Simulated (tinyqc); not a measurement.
# Changing the time as a fraction of L^2/kappa, s

Model: electromigration in a confined line: Blech product, Korhonen stress evolution and Black's law. Computed by tinyqc, a small Python program. Command: `OMP_NUM_THREADS=1 python tinyqc.py 3013822 3013823 out.jsonl emigr sweep`. One thread of a shared host (Intel(R) Xeon(R) Processor @ 2.30GHz), about 0.01 s of CPU time with the checks.

The electron wind pushes atoms from the cathode (x = 0) to the anode (x = L); blocking ends build a back stress (tension positive). The input rho is taken not to change with temperature. d sigma/dt = d/dx [kappa (d sigma/dx + G)], with zero flux at both ends and sigma = sigma_0 at t = 0.

Inputs (values chosen for the exercise, close to those used for copper lines):
```
quantity                      value          unit
resistivity rho                2.88  micro-ohm cm
atomic volume Omega            11.8    angstrom^3
effective charge number Z*      1.3             -
prefactor D0                7.1e-08         m^2/s
activation energy E           0.879            eV
effective modulus B              24           GPa
critical stress sigma_c         110           MPa
initial stress sigma_0           59           MPa
current density j                 1       MA/cm^2
line length L                    41            um
test temperature T              240             C
```

Start: thermal stress.

Constants: e = 1.602176634e-19 C; k_B = 8.617333262e-05 eV/K; k_B = 1.380649e-23 J/K.

Method:
- G = Z* e rho j/Omega; D = D0 exp(-E/(k_B T)); kappa = D B Omega/(k_B T); drift velocity of an unconfined line v = D Z* e rho j/(k_B T). SI: 1 micro-ohm cm = 1e-8 ohm m, 1 MA/cm^2 = 1e10 A/m^2.
- Temperatures in kelvin are T(C) + 273.15.
- At steady state sigma(x) = sigma_0 + G (L/2 - x). A void forms only if the cathode stress reaches sigma_c, that is if j L exceeds (j L)_c = 2 Omega (sigma_c - sigma_0)/(Z* e rho). Time scale tau = L^2/kappa.
- sigma(x, t) = sigma_0 + G L [1/2 - x/L - 4 sum_(m odd) cos(m pi x/L) exp(-m^2 pi^2 s)/(m pi)^2], s = t/tau, summed to m = 399.
- The terms at x = 0 are 4 exp(-m^2 pi^2 s)/(m pi)^2; tau = L^2/kappa.

One run for each value:
```
time as a fraction of L^2/kappa, s  cathode stress at time s (MPa)  time t (h)
0.002                                                        69.52  1.4130e-01
0.0043                                                       74.42  3.0380e-01
0.0095                                                       81.92  6.7120e-01
0.045                                                       108.86  3.1794e+00
0.097                                                       130.78  6.8533e+00
0.21                                                        152.58  1.4837e+01
0.46                                                        162.31  3.2500e+01
1                                                           163.21  7.0652e+01
```

Give the missing row, time as a fraction of L^2/kappa, s = 0.021.

Computed row:
```
time as a fraction of L^2/kappa, s  cathode stress at time s (MPa)  time t (h)
0.021                                                        93.08  1.4837e+00
```

Interpolating between the two neighbouring rows (the first column on a logarithmic scale, the others too where they are positive) misses most in cathode stress at time s (MPa), by 1.7 %. Over the rows, cathode stress at time s (MPa) rises from 69.5 to 163 (exponent d ln y / d ln x 0.089 between the first rows and 0.0071 between the last); time t (h) rises from 0.141 to 70.7 (exponent d ln y / d ln x about 1.0 throughout). At the high end the exponent of cathode stress at time s is 0.01, close to 0: the steady state. The part added by the current grows as 2 G L sqrt(s/pi) at first and levels off at G L/2 once s passes about 0.3.

Caution (rows 0.0970, 0.210, 0.460, 1.00): the stress exceeds sigma_c: a void would already have formed and relaxed it, so the value is formal.
